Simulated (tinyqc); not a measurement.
Deep-level transient spectroscopy (DLTS) of one majority-carrier trap: one step, computed by the program tinyqc.

A filling pulse loads the traps in a one-sided junction; under reverse bias they empty at the rate e, and the capacitance relaxes as C(t) = C_0 - dC exp(-e t). The signal is S = [C(t_2) - C(t_1)]/dC.

Question. Rate window and signal. S(e) = exp(-e t_1) - exp(-e t_2) peaks at the rate window e_0 = ln(t_2/t_1)/(t_2 - t_1).

Inputs (values chosen for the exercise, for a model semiconductor): gate time t_1 = 0.01 s; ratio t_2/t_1 = 2; temperature T = 110 K.

Carriers: electrons. Extra term: Poole-Frenkel lowering.

emission rate e = 81192.53 1/s

Give: rate window e_0; peak height S_max; signal at T.

Answer.

rate window e_0 = 69.31 1/s

peak height S_max = 0.25

signal at T = 0

At this T the trap empties faster than the window, by a factor 1170: the point lies on the high-temperature side of the peak.
